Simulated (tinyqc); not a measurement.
From a target wavelength to the width: optical transitions of a finite quantum well. Four cases, with inputs chosen for the exercise.

Problem. Which width puts the e1-hh1 edge, hc/(Eg + e1 + hh1), at the wavelength below?

Each carrier sees a square well of width L with its own depth V and masses m (inside), mb (outside); c = hbar^2/2m0, k = sqrt(m E/c), kappa = sqrt(mb (V - E)/c), and level n solves k L + 2 atan[(k/m)/(kappa/mb)] = n pi. The envelope is cos(kz) for odd n and sin(kz) for even n inside, joins exp(-kappa (|z| - L/2)) outside, and is normalised to 1. Excitons and band mixing are left out.

Constants: hbar^2/2m0 = 3.80998211 eV angstrom^2; hc = 1239.841984 eV nm.

Case 1.

Values chosen (near those of a GaAs well in AlGaAs; the results hold for these values, not for the real material):
- Eg = 1.533 eV (gap of the well)
- Vc = 0.292 eV (conduction offset)
- Vv = 0.152 eV (valence offset)
- me = 0.0654 m0 (electron, well)
- meb = 0.0969 m0 (electron, barrier)
- mh = 0.348 m0 (heavy hole along z, well)
- mhb = 0.411 m0 (heavy hole, barrier)

edge wavelength = 783.883 nm

Case 2.

Values chosen (near those of an InGaAs well in InP; the results hold for these values, not for the real material):
- Eg = 0.811 eV (gap of the well)
- Vc = 0.263 eV (conduction offset)
- Vv = 0.374 eV (valence offset)
- me = 0.0408 m0 (electron, well)
- meb = 0.0839 m0 (electron, barrier)
- mh = 0.384 m0 (heavy hole along z, well)
- mhb = 0.529 m0 (heavy hole, barrier)

edge wavelength = 1469.505 nm

Case 3.

Values chosen (near those of an InGaAs well in InP; the results hold for these values, not for the real material):
- Eg = 0.803 eV (gap of the well)
- Vc = 0.262 eV (conduction offset)
- Vv = 0.362 eV (valence offset)
- me = 0.0405 m0 (electron, well)
- meb = 0.077 m0 (electron, barrier)
- mh = 0.363 m0 (heavy hole along z, well)
- mhb = 0.555 m0 (heavy hole, barrier)

edge wavelength = 1508.287 nm

Case 4.

Values chosen (near those of a GaAs well in AlGaAs; the results hold for these values, not for the real material):
- Eg = 1.537 eV (gap of the well)
- Vc = 0.227 eV (conduction offset)
- Vv = 0.122 eV (valence offset)
- me = 0.067 m0 (electron, well)
- meb = 0.0902 m0 (electron, barrier)
- mh = 0.357 m0 (heavy hole along z, well)
- mhb = 0.392 m0 (heavy hole, barrier)

edge wavelength = 794.848 nm

Find: e1 + hh1 needed; L; e1; hh1.

Solution. Both confinement energies fall steadily with L, so their sum meets the target once; bisection in L finds it.

Case 1.

e1 + hh1 needed = 48.7 meV
L = 87.0 angstrom
e1 = 39.0 meV
hh1 = 9.7 meV

Case 2.

e1 + hh1 needed = 32.7 meV
L = 129.0 angstrom
e1 = 27.8 meV
hh1 = 4.9 meV

Case 3.

e1 + hh1 needed = 19.0 meV
L = 186.0 angstrom
e1 = 16.4 meV
hh1 = 2.6 meV

Case 4.

e1 + hh1 needed = 22.8 meV
L = 137.0 angstrom
e1 = 18.6 meV
hh1 = 4.3 meV

Computed by tinyqc, one run a case: `OMP_NUM_THREADS=1 python tinyqc.py N N+1 out.jsonl` with N = 1252338, 1252362, 1252363, 1252379; one thread of a shared Intel(R) Xeon(R) Processor @ 2.30GHz, about 0.2 s a run at most.
